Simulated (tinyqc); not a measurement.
## Inductance and parasitic capacitance from two readings

Question. A loss-free coil L in parallel with C shows the apparent inductance L/(1 - w^2 L C), w = 2 pi f. Find L, C and the self-resonance 1/(2 pi sqrt(L C)).

apparent inductance at 11 and 20 GHz (nH): [0.73149592, 1.3527473]

Solution. The inverse of the reading is 1/L - w^2 C, a straight line in w^2.

L = 0.610 nH
C = 57.0 fF
self-resonance = 27.0 GHz

Program tinyqc, `OMP_NUM_THREADS=1 python tinyqc.py 2302015 2302016 out.jsonl`; Intel Xeon 2.30GHz, shared host, one thread, about 0.01 s.
